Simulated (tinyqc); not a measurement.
# Tunnelling through a two-layer gate stack, WKB transmission and Tsu-Esaki current: several studies

Electrons leave the emitter at x = 0. Energies E (motion across the layers) are in eV from the emitter Fermi level; the collector Fermi level lies at -V and offers states at every E. No charge in the dielectric and no image force: F1 = V/(t1 + t2 eps1/eps2), F2 = F1 eps1/eps2; U = phi1 - F1 x in layer 1 and phi2 - F1 t1 - F2 (x - t1) in layer 2. With C = hbar^2/(2 m0), kappa = sqrt(m (U - E)/C) where U > E and 0 elsewhere; T(E) = exp(-S), S = 2 times the integral of kappa over x.

Parameters, values chosen for the exercise; layer 1 close to silicon dioxide, layer 2 close to hafnium oxide: temperature T = 77 K; Fermi energy of the emitter above its band bottom Ef = 3 eV; emitter mass in the supply function me = 1 m0; barrier of layer 1 above the emitter Fermi level at zero bias phi1 = 3.22 eV; tunnelling mass of layer 1 m1 = 0.48 m0; thickness of layer 1 t1 = 0.8 nm; relative permittivity of layer 1 eps1 = 3.95; barrier of layer 2 at zero bias phi2 = 1.57 eV; tunnelling mass of layer 2 m2 = 0.21 m0; thickness of layer 2 t2 = 1.7 nm; relative permittivity of layer 2 eps2 = 22.2; voltage across the dielectric V = 1.1 V.

Constants: q = 1.602176634e-19 C, kB = 1.380649e-23 J/K, hbar = 1.054571817e-34 J s, m0 = 9.1093837015e-31 kg, Vt = kB T/q, hbar^2/(2 m0) = 0.0380998212 eV nm^2. Results are converted to the units shown.

Each table varies one quantity; the others keep the values above.

## Effect of the barrier height

Each layer adds (2/F) sqrt(m/C) [G(u at its left edge) - G(u at its right edge)] to S, with u = U - E (0 where negative) and G(u) = (2/3) u^1.5. J = J0 times the integral of T(E) N(E) dE, N = ln[(1 + exp(-E/Vt))/(1 + exp((-E - V)/Vt))], J0 = q^2 me m0 kB T/(2 pi^2 hbar^3) (times 1e-4 for A/cm^2 per eV), from E = -Ef to far above the barrier (T = 1 there), by quadrature converged to the digits shown.

Results:
```
phi1 (eV),S at E = 0,T(E = 0),J (A/cm^2),mean E of the current (eV)
1.6,12.47,3.846e-6,1341,-0.3269
1.9,13.21,1.831e-6,688.1,-0.3386
2.5,14.49,5.078e-7,212.1,-0.3564
2.8,15.06,2.870e-7,124.7,-0.3634
3.1,15.60,1.681e-7,75.51,-0.3696
3.4,16.10,1.013e-7,46.87,-0.3752
3.7,16.59,6.264e-8,29.73,-0.3801
```

Estimate the missing row, phi1 = 2.2 eV.

Computed row:
```
phi1 (eV),S at E = 0,T(E = 0),J (A/cm^2),mean E of the current (eV)
2.2,13.88,9.379e-7,373.7,-0.3483
```

With this row back in the table: J falls from 1340 to 29.7 A/cm^2, on average 0.788 decades for each eV, while S rises from 12.5 to 16.6.

## Effect of the tunnelling mass m2

Same model as above.

Results:
```
m2 (m0),S at E = 0,T(E = 0),J (A/cm^2),mean E of the current (eV)
0.12,14.27,6.328e-7,441.3,-0.4590
0.15,14.83,3.615e-7,213.7,-0.4236
0.2,15.65,1.592e-7,75.25,-0.3793
0.25,16.38,7.727e-8,30.51,-0.3462
0.31,17.15,3.551e-8,11.73,-0.3158
0.4,18.19,1.260e-8,3.348,-0.2818
0.63,20.40,1.385e-9,0.2467,-0.2278
```

Estimate the missing row, m2 = 0.5 m0.

Computed row:
```
m2 (m0),S at E = 0,T(E = 0),J (A/cm^2),mean E of the current (eV)
0.5,19.21,4.534e-9,0.9917,-0.2542
```

With this row back in the table: J falls from 441 to 0.247 A/cm^2. S goes as m2^(0.22): only one of the two layers feels this mass, so the power is below 0.5.

## Effect of the thickness t2 at fixed voltage

Same model as above.

Results:
```
t2 (nm),S at E = 0,T(E = 0),J (A/cm^2),mean E of the current (eV)
1,12.98,2.301e-6,2171,-0.5312
1.26,14.02,8.190e-7,571.5,-0.4605
1.51,15.03,2.980e-7,161.3,-0.4062
1.77,16.09,1.025e-7,43.88,-0.3606
2.03,17.17,3.478e-8,12.07,-0.3234
2.29,18.27,1.166e-8,3.350,-0.2926
2.8,20.44,1.328e-9,0.2760,-0.2461
```

Estimate the missing row, t2 = 2.54 nm.

Computed row:
```
t2 (nm),S at E = 0,T(E = 0),J (A/cm^2),mean E of the current (eV)
2.54,19.33,4.037e-9,0.9829,-0.2679
```

With this row back in the table: J falls from 2170 to 0.276 A/cm^2: 2.23 decades a nanometre between the first two rows and 2.12 between the last two. The exponent S alone gives dS/dt/ln 10 = 1.73 and 1.86. In 3 of the 8 rows the field exceeds 10 MV/cm (up to 11.2), more than most dielectrics sustain; the model ignores breakdown.

Numbers from tinyqc (`OMP_NUM_THREADS=1 python tinyqc.py 2540115 2540116 out.jsonl`; about 0.06 s on one thread of a shared Intel Xeon 2.30GHz).
